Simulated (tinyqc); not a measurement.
## Bulk resistivity and mean free path from two films

Question. In the thick-film limit single-crystal films obey rho = rho0 (1 + 3 (1 - ps) lam/(8 d)). Find rho0, lam and the product rho0 lam.

Values chosen for this exercise:
```
symbol  value  unit                               meaning
ps          0        specular share of surface scattering
```

rho at d = 39 and 110 nm (uohm cm): 6.1564038  5.6294523

Solution. rho is a straight line in 1/d: the intercept is rho0 and the slope (3/8)(1 - ps) rho0 lam. Without ps only the product (1 - ps) lam could be found.

rho0 = 5.34 uohm cm
lam = 15.9 nm
rho0 lam = 84.9 uohm cm nm

Numbers from tinyqc (`OMP_NUM_THREADS=1 python tinyqc.py 2100009 2100010 out.jsonl`; about 0.01 s on one thread of a shared Intel Xeon 2.30GHz).
